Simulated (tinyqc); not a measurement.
Worked calculation: UHF in the 6-311g basis, for H2-, spin multiplicity 2. The basis has no diffuse functions, so it cannot describe the extra electron: this is an exercise in the method, not the real anion. Computed by tinyqc, a small Python program that keeps every step (integrals from PySCF). Settings: charge = -1, multiplicity = 2, basis = 6-311g, energy threshold = 1e-09, iteration cap = 62, orthogonalisation = symmetric, start = atomic densities, DIIS depth = 0, damping = 0.7, method = UHF. Command: `OMP_NUM_THREADS=1 python tinyqc.py 27951 27952 out.jsonl` (the two numbers bound the seeds that draw the settings). One thread of a shared host (Intel(R) Xeon(R) Processor @ 2.60GHz), about 0.1 s of CPU time with the checks.

Geometry (angstrom):
```
atom,x,y,z
H,0.00000,0.00000,0.00000
H,0.00000,0.00000,0.94500
```

Stop when the energy changes by less than 1e-09 hartree and every element of the error matrix X^T (F D S - S D F) X (for each spin) is below 9e-06.

Course of the cycle:
```
iteration,E (hartree),change,largest element of the error matrix
1,-1.0149423,-,1.08e-01
2,-0.9782468,3.67e-02,7.37e-02
3,-0.9643919,1.39e-02,5.13e-02
4,-0.9609602,3.43e-03,3.65e-02
5,-0.9619148,-9.55e-04,2.65e-02
6,-0.9644145,-2.50e-03,1.97e-02
7,-0.9671895,-2.78e-03,1.49e-02
8,-0.9697252,-2.54e-03,1.15e-02
9,-0.9718569,-2.13e-03,9.68e-03
10,-0.9735727,-1.72e-03,8.40e-03
11,-0.9749199,-1.35e-03,7.35e-03
12,-0.9759622,-1.04e-03,6.48e-03
13,-0.9767614,-7.99e-04,5.73e-03
14,-0.9773708,-6.09e-04,5.08e-03
...,...,...,...
49,-0.9792917,-4.63e-08,5.53e-05
50,-0.9792917,-3.54e-08,4.85e-05
51,-0.9792917,-2.72e-08,4.24e-05
52,-0.9792918,-2.08e-08,3.71e-05
53,-0.9792918,-1.59e-08,3.25e-05
54,-0.9792918,-1.22e-08,2.85e-05
55,-0.9792918,-9.36e-09,2.49e-05
56,-0.9792918,-7.17e-09,2.18e-05
57,-0.9792918,-5.49e-09,1.91e-05
58,-0.9792918,-4.21e-09,1.67e-05
59,-0.9792918,-3.23e-09,1.47e-05
60,-0.9792918,-2.47e-09,1.28e-05
61,-0.9792918,-1.89e-09,1.12e-05
62,-0.9792918,-1.45e-09,9.84e-06
```

Can the last value be used, and what does the course show?

Not by the stop rule, although the second column moves by less than 1e-07 over the last three steps. Not converged within the cap of 62 iterations: the residual falls steadily but slowly, by a factor of about 0.88 a step. Reruns (cap 100 unless said): DIIS 8: converged in 9; damping 0.5: converged in 38; level shift 0.5: converged in 30; atomic densities as start, DIIS 8: converged in 9; the original settings with a cap of 400: converged in 64. PySCF UHF in the same basis, after a stability check = -0.9792918 hartree.
